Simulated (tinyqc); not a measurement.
Convergence with the number of shells: Gupta-type many-body potential for a metal. Computed by tinyqc, a small Python program. Command: `OMP_NUM_THREADS=1 python tinyqc.py 3029449 3029450 out.jsonl gupta sweep`. One thread of a shared host (Intel(R) Xeon(R) Processor @ 2.30GHz), about 0.02 s of CPU time with the checks.

E_i = sum_j A exp(-p (r_ij/r0 - 1)) - xi rho_i^gamma, with rho_i = sum_j exp(-2 q (r_ij/r0 - 1)); gamma = 1/2 is the tight-binding second-moment form. The crystal is fcc unless stated; d is the neighbour distance and a fixed number of shells is kept.

Inputs (values chosen for the exercise, modelled on gold): repulsion A = 0.2 eV; hopping xi = 1.74 eV; decay p = 10.5; decay q = 4.12; reference distance r0 = 2.884 angstrom; embedding exponent gamma = 0.5.

Constants: 1 eV/angstrom^3 = 160.2176634 GPa.

Method:
- fcc shells: d sqrt(k), k = 1..5, with 12, 6, 24, 12, 24 atoms; Omega = d^3/sqrt2.
- Equilibrium: dE/dd = 0; B = d^2 E''(d)/(9 Omega).
- Repulsion and density of one neighbour in each shell, and their sums.
- Each neighbour j of the vacancy loses one repulsive term and one density term: E_v = sum_shells count x {-repulsion - xi [(rho - density)^gamma - rho^gamma]}. (The removed atom returns to a bulk-like site, so its own energy cancels.)

One run for each value:
```
shells kept  cohesive energy E_c (eV)  neighbour distance d (angstrom)  bulk modulus B (GPa)  vacancy energy E_v (eV)
1                              3.6280                           2.8906                164.34                  0.70750
2                              3.6616                           2.8880                167.28                  0.70426
3                              3.6736                           2.8861                168.23                  0.70071
4                              3.6744                           2.8860                168.27                  0.70037
5                              3.6746                           2.8859                168.28                  0.70024
```

Describe the trends.

Over the rows, cohesive energy E_c (eV) rises from 3.628 to 3.675; neighbour distance d (angstrom) falls from 2.8906 to 2.8859; bulk modulus B (GPa) rises from 164 to 168.
